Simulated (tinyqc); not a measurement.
Worked calculation: global model of a low-pressure process discharge: electron temperature, density, ion flux and ion energy. Computed by tinyqc, a small Python program that keeps every step. Command: `OMP_NUM_THREADS=1 python tinyqc.py 3111158 3111159 out.jsonl plasma walk`. One thread of a shared host (Intel(R) Xeon(R) Processor @ 2.30GHz), about 0.01 s of CPU time with the checks. Intermediate numbers are printed to about 5 digits and carried at full precision; extremes and crossings named in words are read from the listed rows.

Maxwellian electrons with temperature T_e in eV, one positive ion, no negative ions, uniform bulk density n; rate constants have the Arrhenius form.

Inputs (values chosen for the exercise, of the order of those of an inductive discharge in a simple atomic gas): ion mass M = 35.5 u; ionisation prefactor K0 = 5e-14 m^3/s; ionisation energy E_iz = 13.5 eV; excitation prefactor X0 = 2.7e-14 m^3/s; excitation energy E_ex = 10.6 eV; elastic rate constant K_el = 1.2e-13 m^3/s; ion-neutral cross section = 1.1e-18 m^2; pressure p = 4.1 Pa; gas temperature T_g = 600 K; radius R = 11 cm; height L = 11 cm; absorbed power P = 220 W; bias power P_b = 180 W; radius of the biased electrode = 10 cm; bias frequency = 0.4 MHz; mixing = 0.4.

Constants: k_B = 1.380649e-23 J/K; e = 1.602176634e-19 C; u = 1.6605390666e-27 kg; m_0 = 9.1093837015e-31 kg; eps_0 = 8.8541878128e-12 F/m.

## Geometry factors

n_g = p/(k_B T_g); lambda_i = 1/(n_g sigma); h_L = 0.86/sqrt(3 + L/(2 lambda_i)), h_R = 0.8/sqrt(4 + R/lambda_i); A_eff = 2 pi R^2 h_L + 2 pi R L h_R; d_eff = pi R^2 L/A_eff.

gas density n_g = 4.9494e+20 1/m^3

ion mean free path = 0.18368 cm

h_L = 0.14983

h_R = 0.10009

A_eff = 190.01 cm^2

d_eff = 22.007 cm

Caution: at so short an ion path the formulas for h_L and h_R give way to the ambipolar-diffusion limit.

## A fixed-point cycle for T_e

Particle balance: K0 exp(-E_iz/T_e) n_g d_eff = u_B, u_B = sqrt(e T_e/M). Cycle: T_out = T sqrt(loss/creation) with loss/creation = u_B/(K0 exp(-E_iz/T) n_g d_eff); T -> T + mixing (T_out - T), kept between 0.3 and 60 eV, from 3 eV; stop at |T_out - T| < 1e-9 eV or after 60 steps.

Course:
```
step  T (eV)  T_out (eV)  residual (eV)
0     3.0000      0.6518    -2.3482e+00
1     2.0607      1.1366    -9.2410e-01
2     1.6911      1.8165     1.2546e-01
3     1.7412      1.6794    -6.1841e-02
4     1.7165      1.7444     2.7905e-02
5     1.7277      1.7145    -1.3183e-02
6     1.7224      1.7285     6.1036e-03
...      ...         ...            ...
21    1.7241      1.7241    -6.5054e-08
22    1.7241      1.7241     3.0320e-08
23    1.7241      1.7241    -1.4131e-08
24    1.7241      1.7241     6.5862e-09
25    1.7241      1.7241    -3.0697e-09
26    1.7241      1.7241     1.4307e-09
27    1.7241      1.7241    -6.6680e-10
```

last residual = 6.6680e-10 eV

Converged in 28 steps.

## Electron temperature

Root found by bracketing.

T_e = 1.7241 eV

Bohm velocity u_B = 2164.7 m/s

K_iz = 1.9874e-17 m^3/s

## Energy per pair and density

E_c = E_iz + (X0 exp(-E_ex/T_e) E_ex + K_el (3 m_0/M) T_e)/K_iz; wall potential V_s = (T_e/2) ln(M/(2 pi m_0)); E_T = E_c + 2 T_e + T_e/2 + V_s; n = P/(e u_B A_eff E_T); ion current density J = e h_L n u_B; ionised share n/n_g.

collisional loss per pair E_c = 44.759 eV

wall potential V_s = 7.9650 V

E_T = 57.034 eV

plasma density n = 5.8535e+11 1/cm^3

ion current density J = 3.0418 mA/cm^2

ionised share = 0.0011827

Collisions take 78 % of the power and the walls the rest. T_e came from the particle balance alone; the power sets only n.

## Biased electrode

All bias power goes to ions: V_b = P_b/(J pi r^2). Debye length at the sheath edge lambda_D = sqrt(eps_0 T_e/(e h_L n)); Child-law sheath s = (sqrt2/3) lambda_D (2 V/T_e)^(3/4), V = V_b + V_s; ion transit time tau_i = 3 s sqrt(M/(2 e V)); collisions in the sheath s/lambda_i.

bias voltage V_b = 188.36 V

lambda_D = 32.960 micrometre

sheath width s = 0.91090 mm

ion transit time = 83.651 ns

transit time over bias period = 0.033460

s/lambda_i = 0.49592

Ions cross within a small part of a period and sample the instantaneous voltage: a broad, two-peaked energy distribution.

## Pressure series at fixed power

n_g = p/(k_B T_g), lambda_i = 1/(n_g sigma), K_iz = K0 exp(-E_iz/T_e), h_L = 0.86/sqrt(3 + L/(2 lambda_i)), h_R = 0.8/sqrt(4 + R/lambda_i), A_eff = 2 pi R^2 h_L + 2 pi R L h_R and d_eff = pi R^2 L/A_eff follow p. E_c = E_iz + (X0 exp(-E_ex/T_e) E_ex + K_el (3 m_0/M) T_e)/K_iz; E_T = E_c + (5/2) T_e + (T_e/2) ln(M/(2 pi m_0)); n = P/(e u_B A_eff E_T); J = e h_L n u_B. Pressures without a root below 2 E_iz are left out.

Against pressure:
```
p (Pa)  T_e (eV)  E_c (eV)  E_T (eV)  n (1/cm^3)  J (mA/cm^2)
0.1       5.6920    23.034    63.561  9.1726e+10       2.5738
0.2       4.0447    25.237    54.035  1.4173e+11       3.0658
0.5       2.9111    29.033    49.761  2.2582e+11       3.3936
1.0       2.3845    32.891    49.868  3.1379e+11       3.4291
2.0       2.0098    37.915    52.224  4.3044e+11       3.3035
5.0       1.6584    47.027    58.835  6.3430e+11       2.9517
10.0      1.4633    56.686    67.104  8.2328e+11       2.5944
20.0      1.3091    70.338    79.658  1.0280e+12       2.1884
```

T_e falls from 5.69 to 1.31 eV, n changes by a factor 11.2 and J by 0.85; in J = P h_L/(A_eff E_T), E_T changes by a factor 1.25 and is least at 0.5 Pa, between wall losses at high T_e and excitation losses at low T_e.

Checks made by the program: cycle against bracketing (relative difference 1e-10).
